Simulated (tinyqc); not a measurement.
Film and buried-oxide thickness from two coupling ratios.

Question. In a depleted film -dVT/dVb is k1 = Cs Cbox/(Cox (Cs + Cbox)) for a front channel and k2 = Cbox (Cox + Cs)/(Cox Cs) for a back channel, with Cox = eps0 eox/tox, Cs = eps0 eps_r/ts, Cbox = 3.9 eps0/tb. Find ts and tb.

Inputs (values chosen for the exercise); band and dielectric values close to those of silicon: relative permittivity eps_r = 11.6; relative permittivity of the gate insulator (close to hafnium oxide) eox = 21.5; insulator thickness tox = 14 nm.

coupling ratios for a front and a back channel: [0.095119808, 0.27120916]

Solution. With y = Cox/Cs and z = Cox/Cbox, 1/k1 = y + z and k2 = (1 + y)/z, so y = (k2/k1 - 1)/(1 + k2); the thicknesses follow from y and z.

ts = 11.00 nm
tb = 23.00 nm

Numbers from tinyqc (`OMP_NUM_THREADS=1 python tinyqc.py 2190047 2190048 out.jsonl`; about 0.4 s on one thread of a shared Intel Xeon 2.30GHz).
